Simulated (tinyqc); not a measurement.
One anharmonic mode: perturbation theory, self-consistent phonons and exact levels: one step, computed by the program tinyqc.

V(x) = k x^2/2 + b x^4 for one coordinate x of mass M. A constant K > 0 gives hbar Omega = sqrt((hbar^2/u) K/M) with K in eV/angstrom^2 and M in u.

Question. Self-consistent results. Self-consistent phonon, centred at x = 0: K = k + 12 b <x^2>, <x^2> = (hbar Omega/(2K)) coth(hbar Omega/(2 k_B T)). Its free energy is F = k_B T ln[2 sinh(hbar Omega/(2 k_B T))] + (k - K)<x^2>/2 + 3 b <x^2>^2, an upper bound to the exact one.

Inputs (values chosen for the exercise, for a model mode):
```
quantity             value           unit
mode mass M           17.6              u
harmonic constant k  0.576  eV/angstrom^2
quartic constant b   0.628  eV/angstrom^4
temperature T          230              K
```

Shape: single well.

self-consistent K = 0.7759558 eV/angstrom^2

Constants: hbar^2/u = 4.18015928e-03 eV angstrom^2; k_B = 8.617333262e-05 eV/K.

Give: self-consistent quantum; self-consistent <x^2>; self-consistent free energy.

Answer.

self-consistent quantum = 13.576 meV

self-consistent <x^2> = 0.026533 angstrom^2

self-consistent free energy = -8.4405 meV
